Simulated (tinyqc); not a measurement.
Worked calculation: tight binding, dimerised chain. One step of it, computed by the program tinyqc.

Question. Levels at k. Diagonalise the Hermitian matrix.

H(k) at k (eV):
```
                     A                    B
A             0.000000  -0.555442+1.517001i
B  -0.555442-1.517001i             0.000000
```

Give: eigenvalues; weights |c|^2 of the basis functions.

Answer.

eigenvalues (eV): -1.6155  1.6155

weights |c|^2 of the basis functions:
```
   band 1  band 2
A  0.5000  0.5000
B  0.5000  0.5000
```
